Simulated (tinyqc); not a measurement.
# Avrami exponent and activation energy from three anneals

Question. Isothermal crystallisation follows X = 1 - exp(-(k t)^n) with k proportional to exp(-Ec q/(kB T)). Find n, k at both temperatures and Ec.

Constants: q = 1.602176634e-19 C, kB = 1.380649e-23 J/K. Results are converted to the units shown.

X at (445 K, 310 s), (445 K, 620 s) and (465 K, 47 s): 0.11819901  0.86636221  0.32999666

Answer. -ln(1 - X) = (k t)^n: the two times give n, and the two rates give Ec.

n = 4.00
k at 445 K = 0.00192 1/s
k at 465 K = 0.0169 1/s
Ec = 1.94 eV

tinyqc, about 0.02 s, one thread, Intel Xeon 2.30GHz (shared host): `OMP_NUM_THREADS=1 python tinyqc.py 2490142 2490143 out.jsonl`
